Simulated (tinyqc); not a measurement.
# Resistance of a tapered via with liner, size effect and interface: effects of single changes

A round via whose diameter grows from db at the bottom as D(z) = db + 2 z/tan(ang). The fill, of diameter D - 2 tl, starts above the bottom liner (thickness fb tl) and has rho = rho0 (1 + ks lam/(D - 2 tl)); the sidewall liner conducts in parallel with it. The bottom liner and the interface are crossed over the full area pi db^2/4. Spreading in the lines above and below is left out.

Values chosen for this exercise; fill metal close to molybdenum:
- db = 34 nm (diameter at the bottom)
- hv = 51 nm (height)
- ang = 85 degrees (sidewall angle)
- rho0 = 5.2 uohm cm (bulk resistivity of the fill)
- lam = 11.3 nm (mean free path of the fill)
- ks = 0.7 (size-effect factor)
- tl = 0 nm (liner on the sidewall)
- fb = 0.5 (liner at the bottom over that on the sidewall)
- rl = 170 uohm cm (resistivity of the liner)
- ri = 1.9e-12 ohm cm^2 (interface resistivity at the bottom)
- Sb = 1.3e15 S/m^2 (ballistic conductance per area, about 3/(4 rho0 lam))
- rho2 = 6.26 uohm cm (bulk resistivity of the second fill (close to cobalt))
- lam2 = 11.7 nm (its mean free path)
- tl2 = 1.7 nm (its liner)

Each table varies one quantity; the others keep the values above.

## Via resistance against the diameter at the bottom

Slices between z0 = fb tl and hv, evaluated at their midpoints: conductance per length pi/4 [(D - 2 tl)^2/rho + (D^2 - (D - 2 tl)^2)/rl], slice resistance = slice height over that. 2000 slices. R_fill = sum of the slices; R_bottom = rl fb tl/(pi db^2/4); R_interface = ri/(pi db^2/4); ballistic (Sharvin) limit 1/(Sb pi (db - 2 tl)^2/4); ideal cylinder rho0 hv/(pi db^2/4).

The same in every row: R_bottom (ohm) = 0.

Via resistance against the diameter at the bottom:

| db (nm) | R_fill (ohm) | R_interface (ohm) | R (ohm) | ballistic limit (ohm) | R over ideal cylinder | largest part |
|---|---|---|---|---|---|---|
| 6 | 72.560 | 6.7199 | 79.280 | 27.206 | 0.84524 | fill |
| 8.3 | 40.298 | 3.5116 | 43.810 | 14.217 | 0.89381 | fill |
| 11 | 24.005 | 1.9993 | 26.004 | 8.0943 | 0.93185 | fill |
| 16 | 11.904 | 0.94498 | 12.849 | 3.8258 | 0.97415 | fill |
| 22 | 6.4903 | 0.49983 | 6.9901 | 2.0236 | 1.0020 | fill |
| 30 | 3.5667 | 0.26880 | 3.8355 | 1.0882 | 1.0223 | fill |
| 42 | 1.8500 | 0.13714 | 1.9872 | 0.55522 | 1.0381 | fill |
| 58 | 0.98064 | 0.071913 | 1.0526 | 0.29115 | 1.0486 | fill |
| 80 | 0.51923 | 0.037799 | 0.55703 | 0.15303 | 1.0558 | fill |

R falls from 79.3 to 0.557 ohm. The fill is the largest part at db = 6 and in all other rows. R goes as db^(-1.83) between the first two rows and db^(-1.98) between the last two; area alone gives -2.

## Via resistance against the height

Same model as above.

2000 slices.

The same in every row: R_bottom (ohm) = 0; R_interface (ohm) = 0.2093; ballistic limit (ohm) = 0.8472.

Results:

| hv (nm) | R_fill (ohm) | R (ohm) | R over ideal cylinder | largest part |
|---|---|---|---|---|
| 20 | 1.269 | 1.478 | 1.290 | fill |
| 30 | 1.812 | 2.021 | 1.176 | fill |
| 43 | 2.443 | 2.652 | 1.077 | fill |
| 90 | 4.213 | 4.422 | 0.8579 | fill |
| 130 | 5.291 | 5.500 | 0.7387 | fill |
| 190 | 6.466 | 6.675 | 0.6134 | fill |
| 270 | 7.539 | 7.749 | 0.5011 | fill |

Estimate the missing row, hv = 62 nm.

Computed row:

| hv (nm) | R_fill (ohm) | R (ohm) | R over ideal cylinder | largest part |
|---|---|---|---|---|
| 62 | 3.243 | 3.452 | 0.9721 | fill |

With this row back in the table: R rises from 1.48 to 7.75 ohm. The fill is the largest part at hv = 20 and in all other rows. The share of the two bottom terms goes from 14.2 to 2.70 %. For hv = 20 the ballistic limit exceeds half of R_fill, so the diffusive model understates R.

## Two fill metals against the diameter

2000 slices. R_fill = sum of the slices; R_bottom = rl fb tl/(pi db^2/4); R_interface = ri/(pi db^2/4). The second fill has rho2, lam2 and tl2 in place of rho0, lam and tl.

Two fill metals against the diameter:

| db (nm) | R, first fill (ohm) | R, second fill (ohm) | ratio second/first |
|---|---|---|---|
| 6 | 79.28 | 340.7 | 4.298 |
| 8.5 | 41.93 | 131.9 | 3.146 |
| 12 | 22.10 | 56.97 | 2.578 |
| 17 | 11.45 | 25.85 | 2.258 |
| 24 | 5.911 | 12.21 | 2.065 |
| 35 | 2.840 | 5.486 | 1.932 |
| 49 | 1.468 | 2.722 | 1.855 |
| 70 | 0.7257 | 1.306 | 1.799 |
| 100 | 0.3577 | 0.6303 | 1.762 |

The ratio goes from 4.30 to 1.76. The first fill gives the lower R in every row.

tinyqc, about 0.01 s, one thread, Intel Xeon 2.30GHz (shared host): `OMP_NUM_THREADS=1 python tinyqc.py 2750178 2750179 out.jsonl`
